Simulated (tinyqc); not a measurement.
Inside a calculation. Model: free and trapped electrons in a MOS channel with a dense trap tail.

Numbers from tinyqc (`OMP_NUM_THREADS=1 python tinyqc.py 2222101 2222102 out.jsonl`; about 0.02 s on one thread of a shared Intel Xeon 2.30GHz). Printed values are rounded.

p-type body, charge-sheet picture, full ionisation (an idealisation for deep acceptors), Boltzmann statistics for free electrons. e = Ec - EF at the surface. Acceptor-like traps of density D(E) = D0 + De exp(-E/Ew) at depth E below Ec, from 0 to Eu, hold n_t = integral of D(E)/(1 + exp((e - E)/Vt)). psi = Eg - Vt ln(Nv/Na) - e; N_dep = sqrt(2 eps0 eps_r Na (psi - Vt)/q); n_f = sqrt(N_dep^2 + 2 eps0 eps_r Vt Nc exp(-e/Vt)/q) - N_dep; Vg = Vfb + psi + q (N_dep + n_t + n_f)/Cox, Cox = eps0 eox/tox.

Parameters, values chosen for the exercise; band and dielectric values close to those of 4H silicon carbide:

| symbol | value | unit | meaning |
|---|---|---|---|
| T | 250 | K | temperature |
| Eg | 3.23 | eV | band gap |
| eps_r | 9.78 |  | relative permittivity |
| Nc | 1.3e19 | cm^-3 | conduction-band density of states at T |
| Nv | 1.88e19 | cm^-3 | valence-band density of states at T |
| eox | 3.9 |  | relative permittivity of the insulator |
| tox | 25 | nm | insulator thickness |
| Na | 2.6e16 | cm^-3 | acceptor density |
| Vfb | -2.87 | V | flat-band voltage without trapped charge |
| D0 | 1e10 | cm^-2 eV^-1 | constant background density of acceptor-like traps |
| De | 3.2e12 | cm^-2 eV^-1 | density of the tail at the conduction edge |
| Ew | 0.11 | eV | decay energy of the tail |
| Eu | 0.69 | eV | depth below Ec down to which the traps reach |
| mf | 68 | cm^2/(V s) | mobility of free electrons |
| e | 0.037 | eV | Ec - EF at the surface |

Constants: q = 1.602176634e-19 C, kB = 1.380649e-23 J/K, Vt = kB T/q, eps0 = 8.8541878128e-14 F/cm where lengths are in cm. Results are converted to the units shown.

Range of the model: EF lies less than 2 Vt below the band edge, or above it, where degeneracy and confinement, left out, matter.

## Trapped charge

Trapezoid rule on 14 equal steps from 0 to Eu, f = 1/(1 + exp((e - E)/Vt)).

```
point      E (eV)  D(E) f (cm^-2 eV^-1)
0               0           4.885540e11
1      0.04928571           1.312400e12
2      0.09857143           1.244680e12
3       0.1478571           8.395417e11
4       0.1971429           5.427734e11
5       0.2464286           3.505577e11
6       0.2957143           2.275847e11
7           0.345           1.490094e11
8       0.3942857           9.880922e10
9       0.4435714           6.673768e10
10      0.4928571           4.624809e10
11      0.5421429           3.315787e10
12      0.5914286           2.479490e10
13      0.6407143           1.945204e10
14           0.69           1.603864e10
```

n_t = 2.566821e11 cm^-2

With 1600 steps n_t = 2.596e11 cm^-2; the coarse value is 1.1 % below it.

## Charges and gate voltage

psi, N_dep, n_f and Vg as defined, with the n_t given; free share n_f/(n_f + n_t); apparent mobility mf n_f/(n_f + n_t); gate voltage spent on traps q n_t/Cox.

psi = 3.051169 V
N_dep = 9.227515e11 cm^-2
n_f = 2.583248e11 cm^-2
Vg = 1.848889 V
free share = 50.15948 %
apparent mobility = 34.10845 cm^2/(V s)
gate voltage spent on traps = 0.2977369 V
